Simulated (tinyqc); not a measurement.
Where a fixed hold relaxes most: thermal stress and diffusional relaxation in a metal film: Coble and Nabarro-Herring creep, cooling and holds. Computed by tinyqc, a small Python program. Command: `OMP_NUM_THREADS=1 python tinyqc.py 3024174 3024175 out.jsonl creep walk`. One thread of a shared host (Intel(R) Xeon(R) Processor @ 2.30GHz), about 0.01 s of CPU time with the checks.

A thin film on a rigid substrate is stress-free at T0. Tension is positive and the film creeps linearly: d sigma/dt = -M (mismatch) dT/dt - sigma/tau.

Inputs (values chosen for the exercise, modelled on copper films on silicon):

| quantity | value | unit |
|---|---|---|
| biaxial modulus M | 200 | GPa |
| expansion mismatch | 13.9 | 1e-6/K |
| atomic volume Omega | 11.8 | angstrom^3 |
| lattice prefactor D0 | 2.5e-05 | m^2/s |
| lattice energy E | 2.03 | eV |
| boundary prefactor (delta D_b)0 | 3.7e-15 | m^3/s |
| boundary energy E_b | 1.05 | eV |
| grain size d | 3.1 | um |
| stress-free temperature T0 | 350 | C |
| hold temperature T | 220 | C |
| hold time t | 3.1 | h |

Constants: k_B = 1.380649e-23 J/K; k_B = 8.617333262e-05 eV/K.

Method:
- Thermoelastic slope = M x mismatch; sigma_0 = slope x (T0 - T).
- Creep rate per stress: Nabarro-Herring 14 D Omega/(k_B T d^2), Coble (14 pi) delta D_b Omega/(k_B T d^3), with D = D0 exp(-E/(k_B T)), delta D_b = (delta D_b)0 exp(-E_b/(k_B T)); 1/tau = M x (sum of both)/2 (biaxial strain rate is half the uniaxial one).
- Temperatures in kelvin are T(C) + 273.15.
- For each hold temperature: sigma_0 = slope (T0 - T), relaxed stress sigma_0 (1 - exp(-t/tau)), initial rate sigma_0/tau. In confined lines the relaxed part appears as void volume.

thermoelastic slope = 2.78 MPa/K

Holds:

| T (C) | sigma_0 (MPa) | tau (h) | relaxed (MPa) | initial rate (MPa/h) |
|---|---|---|---|---|
| 25 | 903.5 | 9.9452e+07 | 2.8163e-05 | 9.0848e-06 |
| 65 | 792.3 | 8.9698e+05 | 2.7382e-03 | 8.8329e-04 |
| 105 | 681.1 | 2.2182e+04 | 9.5179e-02 | 3.0705e-02 |
| 145 | 569.9 | 1.1247e+03 | 1.5687e+00 | 5.0673e-01 |
| 185 | 458.7 | 9.6784e+01 | 1.4459e+01 | 4.7394e+00 |
| 225 | 347.5 | 1.2437e+01 | 7.6667e+01 | 2.7942e+01 |
| 265 | 236.3 | 2.1810e+00 | 1.7926e+02 | 1.0834e+02 |
| 305 | 125.1 | 4.8918e-01 | 1.2488e+02 | 2.5573e+02 |
| 345 | 13.9 | 1.3373e-01 | 1.3900e+01 | 1.0394e+02 |

What does the comparison show, and why?

The relaxed stress peaks at 265 C among these rows: colder holds have more stress but slower diffusion, hotter ones faster diffusion but less stress. The initial rate peaks about k_B T^2/E_b = 32 K below T0 when boundaries dominate; its largest row is 305 C. Caution: dislocation glide would cap stresses above the yield stress; capping layers can block the surface and boundary paths, and threshold stresses are ignored.

Extremes, crossings and ranges named in words are read from the listed rows.
